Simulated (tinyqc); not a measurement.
# Worked calculation: on-chip interconnect, size-dependent resistivity and RC delay

Numbers from tinyqc (`OMP_NUM_THREADS=1 python tinyqc.py 2100114 2100115 out.jsonl`; about 0.01 s on one thread of a shared Intel Xeon 2.30GHz). Printed values are rounded.

A rectangular line between two neighbours and two ground planes. Surface and grain-boundary scattering are added to the bulk resistivity as corrections; capacitances are parallel-plate values without fringing; inductance is ignored.

Parameters, values chosen for the exercise; metal values close to those of aluminium: bulk resistivity rho0 = 2.62 uohm cm; bulk mean free path lam = 19.3 nm; specular share of surface scattering ps = 0; reflection coefficient of grain boundaries Rg = 0.41; grain size over the metal width gr = 0.7; drawn line width wd = 8.1 nm; aspect ratio, height over width AR = 2.2; liner on both walls and the bottom, not conducting tl = 1.6 nm; space to the neighbouring lines sp = 8.1 nm; dielectric height to the planes above and below hd = 14 nm; relative permittivity of the dielectric ek = 2.5; Miller factor of the neighbours Mf = 0; line length Lw = 42 um; driver resistance Rd = 5200 ohm; load capacitance Cl = 0.28 fF; time step dt = 22 ps.

Constants: eps0 = 8.8541878128e-12 F/m. Results are converted to the units shown.

Range of the model: The metal width is under the mean free path, where the thick-limit surface term and the simple sum of corrections lose accuracy.

## Resistivity, resistance and capacitance per length

Metal width x = wd - 2 tl, height y = AR wd - tl; grain boundaries (Mayadas-Shatzkes): al = (lam/(gr x)) Rg/(1 - Rg), g = 1/[1 - 3 al/2 + 3 al^2 - 3 al^3 ln(1 + 1/al)] - 1; surfaces (Fuchs-Sondheimer, thick limit): s = (3/8) lam (1 - ps)(1/x + 1/y); rho = rho0 (1 + g + s); r = rho/(x y); c = eps0 ek (2 wd/hd + 2 Mf AR wd/sp).

x = 4.9 nm
y = 16.22 nm
al = 3.91016
g = 5.27237
s = 1.92325
rho = 21.4725 uohm cm
r = 2701.69 ohm/um
c = 0.0256139 fF/um

rho is 8.20 times the bulk value; grain boundaries add more (5.27 against 1.92). The liner takes 44.9 % of the cross-section.

## Ladder and Elmore delays

6 equal pi sections: series Rs = r Lw/6; node capacitances c Lw/6, halved at nodes 0 and 6, with Cl added to node 6; Rd feeds node 0. Elmore delay of node k: the sum, over the resistors on the path to k, of resistance times all capacitance downstream of it.

Rs = 18911.9 ohm

```
node     C (fF)  Elmore delay (ps)
0     0.0896487            7.05008
1      0.179297            30.9950
2      0.179297            51.5492
3      0.179297            68.7124
4      0.179297            82.4849
5      0.179297            92.8665
6      0.369649            99.8572
```

The far-end value equals Rd (c Lw + Cl) + r Lw (c Lw/2 + Cl) for any number of pi sections; the line resistance contributes 92.9 % of it.

## Step 1: node voltages after a time step

v at t = 0, node 0 to 6 (V): [0, 0, 0, 0, 0, 0, 0]

A 1 V step is applied behind Rd at t = 0. C dv/dt = -G v + b, with G the conductance matrix of the ladder (1/Rs between neighbours, 1/Rd added at node 0) and b = (1 V/Rd, 0, ...). Trapezoidal step: (C/dt + G/2) v(new) = (C/dt - G/2) v + b.

v at t = 1 dt, node 0 to 6 (V): [1.72653, 0.99805, 0.57722, 0.33433, 0.19450, 0.11463, 0.07008]

Node 0 overshoots the 1 V source: the trapezoidal rule rings on modes much faster than dt.

## Step 2: node voltages after a time step

As before.

v at t = 2 dt, node 0 to 6 (V): [0.253649, 0.683023, 0.707631, 0.594506, 0.458522, 0.343968, 0.264777]

## Course in time

A 1 V step is applied behind Rd at t = 0. C dv/dt = -G v + b, with G the conductance matrix of the ladder (1/Rs between neighbours, 1/Rd added at node 0) and b = (1 V/Rd, 0, ...). Trapezoidal step: (C/dt + G/2) v(new) = (C/dt - G/2) v + b. The last column solves the same ladder exactly by its modes.

Voltages (V):
```
t (ps)  node 0  node 3  node 6  node 6, exact
22.00    1.727  0.3343  0.0701         0.0862
44.00    0.254  0.5945  0.2648         0.2799
66.00    1.615  0.6089  0.4547         0.4449
88.00    0.378  0.7474  0.5730         0.5731
110.0    1.535  0.7802  0.6746         0.6718
132.0    0.470  0.8436  0.7504         0.7476
154.0    1.469  0.8759  0.8073         0.8060
176.0    0.544  0.9038  0.8533         0.8508
198.0    1.412  0.9299  0.8863         0.8853
220.0    0.604  0.9410  0.9136         0.9118
242.0    1.362  0.9605  0.9331         0.9322
264.0    0.655  0.9638  0.9490         0.9479
```

The far end of the ladder reaches 0.5 V at 74.77 ps, 0.749 of its Elmore delay (ln 2 = 0.693 for a single pole); the slowest mode has a time constant of 83.69 ps. The largest error of the trapezoidal steps at that node is 16 mV. Node 0 swings up and down from step to step: the trapezoidal rule does not damp modes much faster than dt, so these swings are numerical.
